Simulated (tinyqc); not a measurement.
Inside a calculation (part 1 of 2). Method: ROHF in the sto-6g basis, for BeH, spin multiplicity 2. Computed by tinyqc, a small Python program that keeps every step (integrals from PySCF). Settings: charge = 0, multiplicity = 2, basis = sto-6g, energy threshold = 1e-10, iteration cap = 56, orthogonalisation = canonical, start = random, DIIS depth = 0, method = ROHF. Command: `OMP_NUM_THREADS=1 python tinyqc.py 28987 28988 out.jsonl` (the two numbers bound the seeds that draw the settings). One thread of a shared host (Intel(R) Xeon(R) Processor @ 2.60GHz), about 0.1 s of CPU time with the checks. Later iterations appear only in the table of the cycle.

## One-electron integrals

Geometry (angstrom):
```
atom         x         y         z
Be    0.000000  0.000000  0.000000
H     0.000000  0.000000  2.369000
```

Basis sto-6g: exponents (1/bohr^2) and contraction coefficients of normalised primitives:
```
element  l (shell)    exponent  coefficient
Be           s (1)  312.870494     0.009164
Be           s (1)   57.364463     0.049361
Be           s (1)   16.048509     0.168538
Be           s (1)    5.513096     0.370563
Be           s (1)    2.140897     0.416492
Be           s (1)    0.881739     0.130334
Be           s (2)   13.633247    -0.013253
Be           s (2)    2.698375    -0.046992
Be           s (2)    0.838653    -0.033785
Be           s (2)    0.322660     0.250242
Be           s (2)    0.140131     0.595117
Be           s (2)    0.064233     0.240706
Be           p (3)   13.633247     0.003760
Be           p (3)    2.698375     0.037679
Be           p (3)    0.838653     0.173897
Be           p (3)    0.322660     0.418036
Be           p (3)    0.140131     0.425860
Be           p (3)    0.064233     0.101708
H            s (1)   35.523221     0.009164
H            s (1)    6.513144     0.049361
H            s (1)    1.822143     0.168538
H            s (1)    0.625955     0.370563
H            s (1)    0.243077     0.416492
H            s (1)    0.100112     0.130334
```

Overlap, kinetic and nuclear-attraction integrals over the contracted functions; the nuclear repulsion is the sum of Za Zb / Rab.

nuclear repulsion = 0.89350310 hartree

overlap S:
```
           1Be 1s    1Be 2s   1Be 2px   1Be 2py   1Be 2pz     2H 1s
1Be 1s   1.000000  0.254764  0.000000  0.000000  0.000000  0.006969
1Be 2s   0.254764  1.000000  0.000000  0.000000  0.000000  0.148980
1Be 2px  0.000000  0.000000  1.000000  0.000000  0.000000  0.000000
1Be 2py  0.000000  0.000000  0.000000  1.000000  0.000000  0.000000
1Be 2pz  0.000000  0.000000  0.000000  0.000000  1.000000  0.207779
2H 1s    0.006969  0.148980  0.000000  0.000000  0.207779  1.000000
```

kinetic energy T (hartree):
```
            1Be 1s     1Be 2s   1Be 2px   1Be 2py   1Be 2pz      2H 1s
1Be 1s    6.768753  -0.207382  0.000000  0.000000  0.000000  -0.003292
1Be 2s   -0.207382   0.220121  0.000000  0.000000  0.000000  -0.005600
1Be 2px   0.000000   0.000000  0.661265  0.000000  0.000000   0.000000
1Be 2py   0.000000   0.000000  0.000000  0.661265  0.000000   0.000000
1Be 2pz   0.000000   0.000000  0.000000  0.000000  0.661265   0.010518
2H 1s    -0.003292  -0.005600  0.000000  0.000000  0.010518   0.768522
```

nuclear attraction V (hartree):
```
             1Be 1s     1Be 2s    1Be 2px    1Be 2py    1Be 2pz      2H 1s
1Be 1s   -14.938167  -1.707642   0.000000   0.000000  -0.006065  -0.049635
1Be 2s    -1.707642  -2.522855   0.000000   0.000000  -0.061551  -0.288871
1Be 2px    0.000000   0.000000  -2.510759   0.000000   0.000000   0.000000
1Be 2py    0.000000   0.000000   0.000000  -2.510759   0.000000   0.000000
1Be 2pz   -0.006065  -0.061551   0.000000   0.000000  -2.546742  -0.394473
2H 1s     -0.049635  -0.288871   0.000000   0.000000  -0.394473  -2.132975
```

core Hamiltonian H = T + V (hartree):
```
            1Be 1s     1Be 2s    1Be 2px    1Be 2py    1Be 2pz      2H 1s
1Be 1s   -8.169414  -1.915024   0.000000   0.000000  -0.006065  -0.052927
1Be 2s   -1.915024  -2.302734   0.000000   0.000000  -0.061551  -0.294471
1Be 2px   0.000000   0.000000  -1.849493   0.000000   0.000000   0.000000
1Be 2py   0.000000   0.000000   0.000000  -1.849493   0.000000   0.000000
1Be 2pz  -0.006065  -0.061551   0.000000   0.000000  -1.885476  -0.383956
2H 1s    -0.052927  -0.294471   0.000000   0.000000  -0.383956  -1.364453
```

## Two-electron integrals

Functions are numbered as in S; the eight-fold symmetry (ij|kl) = (ji|kl) = (kl|ij) leaves the list below.

Two-electron integrals (ij|kl) in chemists' order, unique and non-zero (hartree):
```
(11|11) 2.299996   (21|11) 0.361879   (21|21) 0.071926   (22|11) 0.570332
(22|21) 0.139654   (22|22) 0.417773   (31|31) 0.015252   (32|31) 0.022555
(32|32) 0.092340   (33|11) 0.570332   (33|21) 0.139654   (33|22) 0.417773
(33|33) 0.450117   (41|41) 0.015252   (42|41) 0.022555   (42|42) 0.092340
(43|43) 0.024258   (44|11) 0.570332   (44|21) 0.139654   (44|22) 0.417773
(44|33) 0.401601   (44|44) 0.450117   (51|51) 0.015252   (52|51) 0.022555
(52|52) 0.092340   (53|53) 0.024258   (54|54) 0.024258   (55|11) 0.570332
(55|21) 0.139654   (55|22) 0.417773   (55|33) 0.401601   (55|44) 0.401601
(55|55) 0.450117   (61|11) 0.009898   (61|21) 0.001925   (61|22) 0.003773
(61|33) 0.003742   (61|44) 0.003742   (61|51) 0.000193   (61|52) 0.000390
(61|55) 0.003836   (61|61) 0.000055   (62|11) 0.050119   (62|21) 0.012624
(62|22) 0.044857   (62|33) 0.043010   (62|44) 0.043010   (62|51) 0.001588
(62|52) 0.011789   (62|55) 0.048550   (62|61) 0.000380   (62|62) 0.010080
(63|31) 0.000795   (63|32) 0.004394   (63|53) 0.001650   (63|63) 0.000572
(64|41) 0.000795   (64|42) 0.004394   (64|54) 0.001650   (64|64) 0.000572
(65|11) 0.064248   (65|21) 0.016293   (65|22) 0.059702   (65|33) 0.056552
(65|44) 0.056552   (65|51) 0.002499   (65|52) 0.018265   (65|55) 0.066001
(65|61) 0.000503   (65|62) 0.014866   (65|65) 0.022150   (66|11) 0.223349
(66|21) 0.056896   (66|22) 0.221731   (66|33) 0.210634   (66|44) 0.210634
(66|51) 0.006052   (66|52) 0.059846   (66|55) 0.243925   (66|61) 0.001705
(66|62) 0.073146   (66|65) 0.112121   (66|66) 0.774999
```

## Orthogonalisation

S = U s U^T; canonical form X = U s^(-1/2), so that X^T S X = 1. Each column of U has its largest component positive (the first on a tie).

eigenvalues of S: 0.682387  0.831613  1.000000  1.000000  1.161417  1.324583

X:
```
                 1          2         3          4          5         6
1Be 1s   -0.600034   0.555790  0.000000   0.000000  -0.460383  0.435534
1Be 2s    0.764580  -0.352241  0.000000   0.000000  -0.304216  0.542909
1Be 2px   0.000000   0.000000  0.131907   0.991262   0.000000  0.000000
1Be 2py   0.000000   0.000000  0.991262  -0.131907   0.000000  0.000000
1Be 2pz   0.395084   0.681515  0.000000   0.000000   0.589117  0.280412
2H 1s    -0.603929  -0.552307  0.000000   0.000000   0.457667  0.438046
```

Within a degenerate level the vectors are fixed only up to a rotation; this is one choice.

## Starting guess

The start is random orthonormal orbitals; D(s) = C_occ C_occ^T for each spin.

D(alpha) at the start:
```
            1Be 1s     1Be 2s    1Be 2px    1Be 2py    1Be 2pz     2H 1s
1Be 1s    0.403250  -0.394647  -0.118883   0.380418   0.051542  0.126040
1Be 2s   -0.394647   0.923948  -0.110015  -0.113308  -0.079336  0.169853
1Be 2px  -0.118883  -0.110015   0.822125  -0.125283   0.234490  0.177412
1Be 2py   0.380418  -0.113308  -0.125283   0.496915   0.067632  0.306978
1Be 2pz   0.051542  -0.079336   0.234490   0.067632   0.089693  0.116405
2H 1s     0.126040   0.169853   0.177412   0.306978   0.116405  0.364413
```

D(beta) at the start:
```
            1Be 1s     1Be 2s    1Be 2px    1Be 2py    1Be 2pz      2H 1s
1Be 1s    0.398671  -0.436948  -0.115615   0.351102   0.047367   0.090415
1Be 2s   -0.436948   0.533155  -0.079828  -0.384143  -0.117904  -0.159266
1Be 2px  -0.115615  -0.079828   0.819793  -0.104361   0.237469   0.202836
1Be 2py   0.351102  -0.384143  -0.104361   0.309216   0.040903   0.078886
1Be 2pz   0.047367  -0.117904   0.237469   0.040903   0.085886   0.083924
2H 1s     0.090415  -0.159266   0.202836   0.078886   0.083924   0.087234
```

## Iteration 1: building the Fock matrix

J_ij = sum D_kl (ij|kl) with D = D(alpha) + D(beta), K_ij = sum D_kl (ik|jl) for each spin; F = H + J - K(s); E = tr D H + tr D J / 2 - 0.5 sum_s tr D(s) K(s) + E_nn.

Coulomb J (hartree):
```
            1Be 1s     1Be 2s    1Be 2px    1Be 2py    1Be 2pz      2H 1s
1Be 1s    3.701877   0.773787  -0.015112   0.000488  -0.002029   0.020956
1Be 2s    0.773787   2.056559  -0.042296  -0.055479   0.002801   0.233404
1Be 2px  -0.015112  -0.042296   2.087461  -0.011141   0.024153  -0.000049
1Be 2py   0.000488  -0.055479  -0.011141   2.046912   0.006539  -0.002410
1Be 2pz  -0.002029   0.002801   0.024153   0.006539   2.035300   0.314781
2H 1s     0.020956   0.233404  -0.000049  -0.002410   0.314781   1.340860
```

exchange K(alpha) (hartree):
```
            1Be 1s     1Be 2s    1Be 2px    1Be 2py    1Be 2pz     2H 1s
1Be 1s    0.733000   0.062983  -0.086656   0.205780   0.029190  0.037563
1Be 2s    0.062983   0.459697  -0.066994   0.018459  -0.004518  0.120318
1Be 2px  -0.086656  -0.066994   0.460233  -0.053353   0.110185  0.045364
1Be 2py   0.205780   0.018459  -0.053353   0.321739   0.046669  0.065127
1Be 2pz   0.029190  -0.004518   0.110185   0.046669   0.176306  0.098659
2H 1s     0.037563   0.120318   0.045364   0.065127   0.098659  0.343269
```

exchange K(beta) (hartree):
```
            1Be 1s     1Be 2s    1Be 2px    1Be 2py    1Be 2pz      2H 1s
1Be 1s    0.658789  -0.032210  -0.079731   0.143646   0.012357   0.001768
1Be 2s   -0.032210   0.232406  -0.049860  -0.135265  -0.055326  -0.002681
1Be 2px  -0.079731  -0.049860   0.413259  -0.044443   0.112934   0.052353
1Be 2py   0.143646  -0.135265  -0.044443   0.195825   0.022010   0.002425
1Be 2pz   0.012357  -0.055326   0.112934   0.022010   0.109292   0.026257
2H 1s     0.001768  -0.002681   0.052353   0.002425   0.026257   0.067588
```

F(alpha) (hartree):
```
            1Be 1s     1Be 2s    1Be 2px    1Be 2py    1Be 2pz      2H 1s
1Be 1s   -5.200537  -1.204220   0.071544  -0.205292  -0.037284  -0.069533
1Be 2s   -1.204220  -0.705873   0.024698  -0.073938  -0.054232  -0.181384
1Be 2px   0.071544   0.024698  -0.222265   0.042211  -0.086033  -0.045413
1Be 2py  -0.205292  -0.073938   0.042211  -0.124320  -0.040129  -0.067536
1Be 2pz  -0.037284  -0.054232  -0.086033  -0.040129  -0.026483  -0.167834
2H 1s    -0.069533  -0.181384  -0.045413  -0.067536  -0.167834  -0.366862
```

F(beta) (hartree):
```
            1Be 1s     1Be 2s    1Be 2px    1Be 2py    1Be 2pz      2H 1s
1Be 1s   -5.126326  -1.109027   0.064619  -0.143159  -0.020451  -0.033739
1Be 2s   -1.109027  -0.478581   0.007563   0.079786  -0.003424  -0.058386
1Be 2px   0.064619   0.007563  -0.175291   0.033302  -0.088781  -0.052402
1Be 2py  -0.143159   0.079786   0.033302   0.001594  -0.015471  -0.004834
1Be 2pz  -0.020451  -0.003424  -0.088781  -0.015471   0.040531  -0.095431
2H 1s    -0.033739  -0.058386  -0.052402  -0.004834  -0.095431  -0.091181
```

total energy of this density = -7.43521763 hartree

## Iteration 1: Roothaan effective Fock matrix

With projectors Pc = D(beta) S, Po = (D(alpha) - D(beta)) S, Pv = 1 - D(alpha) S, the block xy is Px^T F Py; with Fc = (F(alpha) + F(beta))/2, the blocks are Fc for cc, oo, vv and cv, F(beta) for co and F(alpha) for ov.

effective F (hartree):
```
            1Be 1s     1Be 2s    1Be 2px    1Be 2py    1Be 2pz      2H 1s
1Be 1s   -5.161983  -1.156500   0.068026  -0.170926  -0.029137  -0.048694
1Be 2s   -1.156500  -0.605604   0.016879   0.004966  -0.032936  -0.122772
1Be 2px   0.068026   0.016879  -0.198818   0.037531  -0.087167  -0.048843
1Be 2py  -0.170926   0.004966   0.037531  -0.054076  -0.027877  -0.029068
1Be 2pz  -0.029137  -0.032936  -0.087167  -0.027877   0.005827  -0.133138
2H 1s    -0.048694  -0.122772  -0.048843  -0.029068  -0.133138  -0.223779
```

## Iteration 1: diagonalisation and new density

Diagonalise F' = X^T F X, C = X C', fill 3 alpha and 2 beta electrons from the bottom; D(s) = C_occ C_occ^T. Each column has its largest component positive (the first on a tie).

F' = X^T F X (hartree):
```
           1          2          3          4          5          6
1  -1.096575   1.178350   0.107579  -0.047458  -1.063590   1.159110
2   1.178350  -1.206333  -0.098896   0.012589   1.312290  -1.235652
3   0.107579  -0.098896  -0.046779   0.017299   0.032509  -0.092421
4  -0.047458   0.012589   0.017299  -0.206115  -0.115455   0.005190
5  -1.063590   1.312290   0.032509  -0.115455  -1.508416   1.456545
6   1.159110  -1.235652  -0.092421   0.005190   1.456545  -1.873909
```

orbital energies (hartree): MO1 -5.174732, MO2 -0.399305, MO3 -0.274474, MO4 -0.167665, MO5 -0.019961, MO6 0.098009

coefficients C:
```
               MO1        MO2        MO3        MO4        MO5        MO6
1Be 1s    1.007982  -0.196139   0.100017  -0.014967  -0.075663  -0.011598
1Be 2s   -0.036599   0.891201  -0.451957   0.198777   0.232060   0.052410
1Be 2px  -0.013773   0.142282   0.662994   0.660440   0.228290  -0.227392
1Be 2py   0.033843  -0.087568   0.082451  -0.417234   0.890031  -0.134720
1Be 2pz   0.004181   0.123862   0.311956  -0.046349   0.106590   0.959196
2H 1s     0.006630   0.330502   0.516687  -0.611285  -0.367472  -0.431473
```

D(alpha) after iteration 1:
```
            1Be 1s     1Be 2s    1Be 2px    1Be 2py    1Be 2pz      2H 1s
1Be 1s    1.064503  -0.256894   0.024520   0.059535   0.011121  -0.006465
1Be 2s   -0.256894   0.999843  -0.172340  -0.116543  -0.030758   0.060781
1Be 2px   0.024520  -0.172340   0.459995   0.041739   0.224391   0.389494
1Be 2py   0.059535  -0.116543   0.041739   0.015612   0.015016   0.013884
1Be 2pz   0.011121  -0.030758   0.224391   0.015016   0.112676   0.202148
2H 1s    -0.006465   0.060781   0.389494   0.013884   0.202148   0.376241
```

D(beta) after iteration 1:
```
            1Be 1s     1Be 2s    1Be 2px    1Be 2py    1Be 2pz      2H 1s
1Be 1s    1.054499  -0.211690  -0.041790   0.051289  -0.020080  -0.058142
1Be 2s   -0.211690   0.795578   0.127306  -0.079279   0.110233   0.294301
1Be 2px  -0.041790   0.127306   0.020434  -0.012925   0.017566   0.046933
1Be 2py   0.051289  -0.079279  -0.012925   0.008813  -0.010705  -0.028717
1Be 2pz  -0.020080   0.110233   0.017566  -0.010705   0.015359   0.040964
2H 1s    -0.058142   0.294301   0.046933  -0.028717   0.040964   0.109276
```

## Iteration 2: building the Fock matrix

As before.

Coulomb J (hartree):
```
            1Be 1s     1Be 2s    1Be 2px    1Be 2py   1Be 2pz      2H 1s
1Be 1s    6.093488   1.082801  -0.001864  -0.005476  0.008568   0.029718
1Be 2s    1.082801   2.260189  -0.005260  -0.031295  0.060532   0.254533
1Be 2px  -0.001864  -0.005260   2.265036   0.001398  0.013179   0.000874
1Be 2py  -0.005476  -0.031295   0.001398   2.242913  0.000160  -0.001548
1Be 2pz   0.008568   0.060532   0.013179   0.000160  2.272619   0.343621
2H 1s     0.029718   0.254533   0.000874  -0.001548  0.343621   1.447547
```

exchange K(alpha) (hartree):
```
            1Be 1s     1Be 2s    1Be 2px    1Be 2py   1Be 2pz      2H 1s
1Be 1s    2.343514   0.374333  -0.011829   0.016021  0.003590   0.014619
1Be 2s    0.374333   0.490692  -0.065471  -0.049135  0.009443   0.101164
1Be 2px  -0.011829  -0.065471   0.308542   0.017775  0.118228   0.087265
1Be 2py   0.016021  -0.049135   0.017775   0.119297  0.007203  -0.001448
1Be 2pz   0.003590   0.009443   0.118228   0.007203  0.196433   0.118191
2H 1s     0.014619   0.101164   0.087265  -0.001448  0.118191   0.357592
```

exchange K(beta) (hartree):
```
            1Be 1s     1Be 2s    1Be 2px    1Be 2py    1Be 2pz      2H 1s
1Be 1s    2.330038   0.359676  -0.003609   0.017044   0.007600   0.014525
1Be 2s    0.359676   0.380212   0.060386  -0.033483   0.077336   0.118146
1Be 2px  -0.003609   0.060386   0.092473  -0.005504   0.010212   0.016780
1Be 2py   0.017044  -0.033483  -0.005504   0.087524  -0.006230  -0.010214
1Be 2pz   0.007600   0.077336   0.010212  -0.006230   0.105908   0.062222
2H 1s     0.014525   0.118146   0.016780  -0.010214   0.062222   0.148260
```

F(alpha) (hartree):
```
            1Be 1s     1Be 2s    1Be 2px    1Be 2py    1Be 2pz      2H 1s
1Be 1s   -4.419440  -1.206555   0.009965  -0.021498  -0.001088  -0.037827
1Be 2s   -1.206555  -0.533237   0.060211   0.017839  -0.010462  -0.141101
1Be 2px   0.009965   0.060211   0.107001  -0.016377  -0.105049  -0.086391
1Be 2py  -0.021498   0.017839  -0.016377   0.274122  -0.007043  -0.000099
1Be 2pz  -0.001088  -0.010462  -0.105049  -0.007043   0.190710  -0.158526
2H 1s    -0.037827  -0.141101  -0.086391  -0.000099  -0.158526  -0.274497
```

F(beta) (hartree):
```
            1Be 1s     1Be 2s    1Be 2px    1Be 2py    1Be 2pz      2H 1s
1Be 1s   -4.405964  -1.191898   0.001744  -0.022520  -0.005097  -0.037733
1Be 2s   -1.191898  -0.422757  -0.065647   0.002188  -0.078355  -0.158083
1Be 2px   0.001744  -0.065647   0.323070   0.006902   0.002967  -0.015906
1Be 2py  -0.022520   0.002188   0.006902   0.305895   0.006390   0.008666
1Be 2pz  -0.005097  -0.078355   0.002967   0.006390   0.281235  -0.102557
2H 1s    -0.037733  -0.158083  -0.015906   0.008666  -0.102557  -0.065166
```

total energy of this density = -14.78812348 hartree

## Iteration 2: Roothaan effective Fock matrix

As before.

effective F (hartree):
```
            1Be 1s     1Be 2s    1Be 2px    1Be 2py    1Be 2pz      2H 1s
1Be 1s   -4.412608  -1.197639   0.003241  -0.022365  -0.004777  -0.039860
1Be 2s   -1.197639  -0.467958  -0.009650   0.008213  -0.049763  -0.156499
1Be 2px   0.003241  -0.009650   0.205212  -0.004180  -0.055414  -0.055888
1Be 2py  -0.022365   0.008213  -0.004180   0.290300   0.000255   0.005076
1Be 2pz  -0.004777  -0.049763  -0.055414   0.000255   0.234371  -0.132110
2H 1s    -0.039860  -0.156499  -0.055888   0.005076  -0.132110  -0.171269
```

## Iteration 2: diagonalisation and new density

As before.

F' = X^T F X (hartree):
```
           1          2          3          4          5          6
1  -0.638388   0.939587   0.016923   0.000307  -0.879689   1.019536
2   0.939587  -0.812283  -0.018020   0.000686   1.225626  -1.033753
3   0.016923  -0.018020   0.287726  -0.015160   0.002692  -0.008744
4   0.000307   0.000686  -0.015160   0.207786  -0.057639  -0.043071
5  -0.879689   1.225626   0.002692  -0.057639  -1.259012   1.343217
6   1.019536  -1.033753  -0.008744  -0.043071   1.343217  -1.694189
```

orbital energies (hartree): MO1 -4.414076, MO2 -0.290255, MO3 -0.028642, MO4 0.207452, MO5 0.291124, MO6 0.326036

coefficients C:
```
               MO1        MO2        MO3        MO4        MO5        MO6
1Be 1s    0.995125  -0.172103  -0.223116  -0.021543  -0.013521  -0.016299
1Be 2s    0.018474   0.608788   0.843337   0.089761   0.031975   0.068501
1Be 2px  -0.000644   0.106410  -0.153310   0.942915  -0.046615  -0.271867
1Be 2py   0.004698  -0.020420  -0.029309   0.049759   0.998061   0.009973
1Be 2pz   0.001263   0.159368  -0.175843   0.231219  -0.023103   0.967433
2H 1s    -0.000296   0.671768  -0.623512  -0.287520   0.013617  -0.384997
```

D(alpha) after iteration 2:
```
            1Be 1s     1Be 2s    1Be 2px    1Be 2py    1Be 2pz      2H 1s
1Be 1s    1.069673  -0.274552   0.015252   0.014729   0.013062   0.023208
1Be 2s   -0.274552   1.082182  -0.064523  -0.037062  -0.051250  -0.116872
1Be 2px   0.015252  -0.064523   0.034828   0.002317   0.043916   0.167074
1Be 2py   0.014729  -0.037062   0.002317   0.001298   0.001905   0.004556
1Be 2pz   0.013062  -0.051250   0.043916   0.001905   0.056320   0.216698
2H 1s     0.023208  -0.116872   0.167074   0.004556   0.216698   0.840040
```

D(beta) after iteration 2:
```
            1Be 1s     1Be 2s    1Be 2px    1Be 2py    1Be 2pz      2H 1s
1Be 1s    1.019893  -0.086390  -0.018954   0.008190  -0.026171  -0.115908
1Be 2s   -0.086390   0.370964   0.064769  -0.012345   0.097045   0.408959
1Be 2px  -0.018954   0.064769   0.011323  -0.002176   0.016957   0.071483
1Be 2py   0.008190  -0.012345  -0.002176   0.000439  -0.003248  -0.013719
1Be 2pz  -0.026171   0.097045   0.016957  -0.003248   0.025400   0.107058
2H 1s    -0.115908   0.408959   0.071483  -0.013719   0.107058   0.451272
```
